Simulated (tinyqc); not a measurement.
## MOS inversion layer, Poisson-Schroedinger loop: effect of the sheet density of electrons

Electrons confined at an insulator interface at z = 0, treated as a hard wall; parabolic valleys, Hartree approximation, no image or exchange terms. The depletion charge lies far deeper than the electrons and gives a uniform field q Nd/(eps0 eps_r); the gate balances all charge. Energies are counted from the band edge at the interface.

Schroedinger equation -(C/mz) psi'' + (V0 + U + dE for set B) psi = E psi, C = hbar^2/(2 m0), psi(0) = 0, on a uniform mesh of 800 nodes with a far wall at 34 nm, 8 levels a set; V0 = q Nd z/(eps0 eps_r); dU/dz = q (Ns - integral of n from 0 to z)/(eps0 eps_r), U(0) = 0; N_k = g md m0 q Vt/(pi hbar^2) ln(1 + exp((EF - E_k)/Vt)), g the number of valleys of the set, sum N_k = Ns. Triangular well: E_k = a_k (C F^2/mz)^(1/3), a_1 = 2.338107, a_2 = 4.087949, C = hbar^2/(2 m0), F in eV/nm. Fang-Howard (all electrons in the lowest level of set A): b^3 = 6 (mz1/C) q (Nd + 11 Ns/32)/(eps0 eps_r), centroid 3/b, level C b^2/(4 mz1) + (3/b) q (Nd + 11 Ns/16)/(eps0 eps_r). The centroid adds 3.9 z_av/eps_r to an oxide-equivalent thickness.

Inputs (values chosen for the exercise); masses and permittivity close to those of silicon (100): temperature T = 300 K; relative permittivity eps_r = 11.9; mass along z of valley set A (2 valley(s)) mz1 = 0.931 m0; in-plane density-of-states mass of set A md1 = 0.189 m0; mass along z of valley set B (4 valley(s)) mz2 = 0.19 m0; in-plane density-of-states mass of set B md2 = 0.41 m0; sheet density of depletion charge Nd = 5.7e11 cm^-2; extra shift of set B (strain) dE = 0 eV.

Constants: q = 1.602176634e-19 C, kB = 1.380649e-23 J/K, hbar = 1.054571817e-34 J s, m0 = 9.1093837015e-31 kg, Vt = kB T/q, eps0 = 8.8541878128e-14 F/cm where lengths are in cm, hbar^2/(2 m0) = 0.0380998212 eV nm^2. Results are converted to the units shown.

Result of one run:
columns A: Ns (cm^-2); B: A1 (meV); C: B1 (meV); D: EF (meV); E: share of A1 (%); F: share of set A (%); G: centroid z_av (nm); H: added oxide equivalent (nm); I: Fang-Howard centroid (nm)
```
A          B     C      D     E     F     G     H     I
4.5e11  48.2  77.7  -38.8  30.8  47.4  4.19  1.37  2.56
```

What becomes of these results when the sheet density of electrons Ns is changed from 4.5e11 to 9.7e11 cm^-2, all else the same?

Result of the changed run:
columns A: Ns (cm^-2); B: A1 (meV); C: B1 (meV); D: EF (meV); E: share of A1 (%); F: share of set A (%); G: centroid z_av (nm); H: added oxide equivalent (nm); I: Fang-Howard centroid (nm)
```
A          B     C       D     E     F     G     H     I
9.7e11  62.2  97.3  -0.368  35.9  50.9  3.75  1.23  2.38
```

The whole series:
columns A: Ns (cm^-2); B: A1 (meV); C: B1 (meV); D: EF (meV); E: share of A1 (%); F: share of set A (%); G: centroid z_av (nm); H: added oxide equivalent (nm); I: Fang-Howard centroid (nm)
```
A          B     C       D     E     F     G      H     I
1e11    37.4  62.5   -92.3  26.9  44.8  4.60   1.51  2.72
2.1e11  40.9  67.5   -68.3  28.2  45.6  4.46   1.46  2.66
4.5e11  48.2  77.7   -38.8  30.8  47.4  4.19   1.37  2.56
9.7e11  62.2  97.3  -0.368  35.9  50.9  3.75   1.23  2.38
2.1e12  87.9   133    52.7  44.3  57.0  3.15   1.03  2.11
4.4e12   131   190     125  54.9  64.9  2.53  0.828  1.80
9.4e12   204   287     237  65.2  72.6  1.95  0.639  1.47
2e13     328   449     417  70.8  76.7  1.51  0.495  1.18
```

As Ns goes from 1e11 to 2e13, A1 rises from 37.4 to 328 meV, the share of A1 rises from 26.9 to 70.8 % and the centroid falls from 4.60 to 1.51 nm. A1 goes as Ns^(0.63) between the last two rows (a triangular well in the field of that charge alone gives 2/3). EF lies more than 2 meV above A1 for Ns = 9.4e12, 2e13. The Fang-Howard centroid is 41 % below the full one in the first row, where A1 holds 26.9 %, and 22 % below it in the last, where A1 holds 70.8 %.

Numbers from tinyqc (`OMP_NUM_THREADS=1 python tinyqc.py 2160013 2160014 out.jsonl`; about 0.5 s on one thread of a shared Intel Xeon 2.30GHz).
